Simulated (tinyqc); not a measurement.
## Gate sheet resistance from two finger widths

Problem. At low frequency R = Rsh Wf/(3 L) + B/Wf, where B collects the channel and vertical terms. Find Rsh, B and the width of lowest R.

Inputs (values chosen for the exercise):
```
symbol,value,unit,meaning
L,0.44,um,channel length
```

input resistance of single fingers, contacted at one end, of width 1.5 and 5.4 um (ohm): 183.03030  171.64983

Solution. R Wf is a straight line in Wf^2; the minimum of R lies where both terms are equal.

Rsh = 32.00 ohm/square
B = 220.0 ohm um
width of lowest R = 3.012 um

Program tinyqc, `OMP_NUM_THREADS=1 python tinyqc.py 2262035 2262036 out.jsonl`; Intel Xeon 2.30GHz, shared host, one thread, about 0.01 s.
